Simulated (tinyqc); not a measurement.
## Short-channel transistor, virtual-source model with series resistance: effect of the series resistance of each contact on the on and off currents

The current per gate width is the charge at the top of the source barrier (the virtual source) times its velocity times a saturation function; al and be are fitting constants of the model. Units: I in uA/um, Rs in ohm um, so I Rs = 1e-6 I Rs in volts; Q in uC/cm^2, so I = 1e-4 Q vx0 Fsat with vx0 in cm/s.

Intrinsic voltages Vg' = Vgs - I Rs, Vd' = Vds - 2 I Rs. n = n0 + nd Vd', VT = VT0 - dl Vd', Ff = 1/(1 + exp((Vg' - VT + al Vt/2)/(al Vt))), Q = Cinv n Vt ln(1 + exp((Vg' - VT + al Vt Ff)/(n Vt))), Vdsat = (vx0 L/mu)(1 - Ff) + Vt Ff, Fsat = u/(1 + u^be)^(1/be) with u = Vd'/Vdsat, and I = Q vx0 Fsat per width. I is solved self-consistently. Ion is I at Vgs = Vds = 0.5 V, Ioff at Vgs = 0, Vds = 0.5 V, and Rlin = Vds/I at Vgs = 0.5 V, Vds = 0.05 V.

Inputs (values chosen for the exercise):
```
symbol,value,unit,meaning
T,400,K,temperature
Cinv,2.35,uF/cm^2,inversion capacitance
vx0,5.9e6,cm/s,velocity at the virtual source
mu,1400,cm^2/(V s),apparent mobility
L,130,nm,channel length
VT0,0.309,V,threshold at zero drain voltage
dl,0.064,V/V,drain-induced barrier lowering
n0,1.43,,subthreshold factor
nd,0.1,1/V,growth of n with drain voltage
al,3.5,,threshold shift (in units of Vt) from weak to strong inversion
be,1.8,,sharpness of saturation
```

Constants: q = 1.602176634e-19 C, kB = 1.380649e-23 J/K, Vt = kB T/q. Results are converted to the units shown.

Results:
```
Rs (ohm um)  Ion (uA/um)  Ioff (nA/um)  log10(Ion/Ioff)  Rlin (ohm um)
0                  321.4          2306            2.144          261.5
25                 310.3          2304            2.129          296.0
50                 300.0          2301            2.115          335.0
100                281.5          2296            2.089          421.7
200                251.2          2286            2.041          611.1
300                227.1          2276            1.999          807.4
400                207.6          2266            1.962           1006
```

Estimate the missing row, Rs = 150 ohm um.

Computed row:
```
Rs (ohm um)  Ion (uA/um)  Ioff (nA/um)  log10(Ion/Ioff)  Rlin (ohm um)
150                265.4          2291            2.064          514.9
```

With this row back in the table: As Rs goes from 0 to 400 ohm um, Ion falls from 321 to 208 uA/um, Ioff falls from 2310 to 2270 nA/um and Rlin rises from 261 to 1010 ohm um. Ion changes by a factor of 0.646 and Ioff by 0.982. In every row the off current passes 1 uA/um, so the device is hardly off at Vgs = 0.

tinyqc, about 0.01 s, one thread, Intel Xeon 2.30GHz (shared host): `OMP_NUM_THREADS=1 python tinyqc.py 2380088 2380089 out.jsonl`
